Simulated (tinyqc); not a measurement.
Inter-valley coupling by envelope functions against a chain of atomic planes: sweeps and comparisons. A value that a table varies takes the place of the one given here.

Chain: E(phi) = e0 + 2 v cos(phi) + 2 u cos(2 phi), cos(phi0) = -v/(4u), e0 = 2u + v^2/(4u); plane j = 0, 1, ... has the potential V_j = dE x_j + F (j - 30) a/4 (1 MV/m = 1e-4 V/angstrom). There are 30 barrier planes a side; with y = j - 29.5, x_j = xb (f(y) + f(Nw - y)), f(y) = 1/(1 + exp(y/L)), plus any Ge added in the well. The valley splitting is the spacing of the two lowest levels. Envelope theory: F_j solves a one-valley chain with hopping -b and diagonal 2b + V_j, b = 4u sin^2(phi0), sum F_j^2 = 1; the valleys couple by Dv = sum_j F_j^2 V_j exp(-2 i phi0 j) and split by 2|Dv|.

Inputs chosen for the exercise (near those of the Delta valleys of silicon in a SiGe well; not measured data): a = 5.431 angstrom (lattice constant; planes lie a/4 apart); u = 0.583 eV (second-neighbour hopping); v = 0.651 eV (nearest hopping); Nw = 50 (planes in the well); L = 1.25 planes (interface width); xb = 0.25 (Ge fraction of the barriers); dE = 0.64 eV (offset per unit Ge fraction); F = 5 MV/m (field); xs = 0.04 (Ge fraction added on that plane); xw = 0.005 (mean Ge fraction of the wiggle); x0 = 3141 (start of the number sequence); na = 8000 (atoms a plane under the dot); js = 61 (plane j of a Ge spike (the well starts at j = 30)).

## Position of the spike

The spike is moved through the well; position counted from the first well plane, j - 30.

Against position:
```
j - 30  F_j^2, smooth  mean of the doublet (meV)  splitting, chain (micro-eV)  envelope  first order
2             0.00884                      21.59                          412       407          452
6             0.02191                      21.89                         1003       993         1122
10            0.03420                      22.18                         1587      1575         1751
15            0.04139                      22.38                         1979      1969         2119
20            0.03830                      22.31                         1840      1834         1961
25            0.02895                      22.07                         1358      1354         1482
32            0.01464                      21.72                          660       658          750
40            0.00427                      21.48                          191       190          219
48            0.00043                      21.40                           20        20           22
```

How do the results move?

The splitting is largest at plane 15 among these rows (1979 micro-eV), and the smooth envelope peaks at plane 16, counting all planes; without a spike it is 0.50. Where the splitting exceeds 20 micro-eV the envelope theory lies within 1.2 % of the chain and first order within 14 %.

## A periodic Ge profile (wiggle well)

periods (planes): pi/phi0 1.69475, pi/(pi - phi0) 2.43936

Added fraction xw (1 - cos(2 pi (j - 30)/p)) on the well planes; p = f times the resonant period pi/(pi - phi0). At resonance the estimate is dE xw.

Against period:
```
f     p (planes)  mean of the doublet (meV)  splitting, chain (micro-eV)  envelope
0.90      2.1954                      24.54                          166       179
0.95      2.3174                      24.50                         1393      1440
0.98      2.3906                      24.53                         2791      2816
0.99      2.4150                      24.55                         3063      3069
1.00      2.4394                      24.56                         3165      3151
1.01      2.4638                      24.55                         3090      3061
1.02      2.4881                      24.54                         2860      2821
1.05      2.5613                      24.50                         1692      1642
1.10      2.6833                      24.53                          378       352
1.50      3.6590                      24.56                           11        10
3.00      7.3181                      24.56                            2         2
```

What does this show, and why?

The splitting peaks at f = 1 with 3.16 meV, against the estimate dE xw = 3.20 meV, and is 0.88 and 0.90 of the value at f = 1 two per cent off to either side: the width of the resonance is set by the number of periods under the envelope. At f = 3 it is 2 micro-eV. The chain has one orbital a plane and knows only this resonance; longer periods that work through other bands are outside it.

## Random alloy fluctuations

A uniform fraction x is added on all planes. Each plane j then fluctuates by q sqrt(x_j (1 - x_j)/na) in Ge fraction, q = sqrt12 (z/2147483647 - 1/2) with z(new) = 16807 z mod 2147483647 from x0, restarted for each row; 24 samples. Theory: Dv is a complex Gaussian with sigma^2 = dE^2 sum F_j^4 x_j (1 - x_j)/na, and the mean splitting is sqrt(pi) sigma if the smooth part is negligible.

Splitting (micro-eV):
```
x     sigma  sqrt(pi) sigma  mean of 24  least  largest
0.00   26.7            47.4        51.9   15.8    113.2
0.01  126.1           223.6       236.2   41.1    565.8
0.02  175.5           311.1       328.0   34.4    779.2
0.05  271.3           480.9       506.6   30.5   1195.3
0.10  372.6           660.5       695.4   37.4   1636.4
```

What does this show, and why?

Without added Ge the disorder sits in the barriers, where the state is small: mean 51.9 micro-eV, against 0.50 for the smooth well. With 5 % Ge in the well the mean is 507, theory 481, with a statistical error of about 11 % for 24 samples; the miss is +5 %, and since every row reuses one sequence the rows with added Ge miss alike. The spread grows with the mean: at 5 % the samples run from 31 to 1195, so small splittings remain possible. sigma falls as 1/sqrt(na) for larger dots. A chain with one orbital a plane has no Bloch-function factor, which scales all these couplings down in fuller models.

## What each parameter does

Chain with the spike on plane js. Each row changes one parameter from the base and keeps the others.

Results:
```
case             level (meV)  splitting (micro-eV)
base                  21.761                 746.1
Nw = 56               21.576                 779.5
L = 1.75 planes       22.442                 797.0
xb = 0.3              22.119                 778.5
dE = 0.704 eV         21.984                 830.2
F = 7 MV/m            26.384                 539.9
js = 64               21.642                 508.2
xs = 0.052            21.857                 937.8
```

How do the results move?

The largest shifts from the base row, up to three for each result and ties (the steps differ in size, so this ranks the rows, not the parameters). level (meV): F +4.623, L +0.681, xb +0.357. splitting (micro-eV): js -238.0, F -206.3, xs +191.7.

tinyqc: `OMP_NUM_THREADS=1 python tinyqc.py 1450599 1450600 out.jsonl`; about 0.05 s, one thread, shared Intel(R) Xeon(R) Processor @ 2.30GHz.
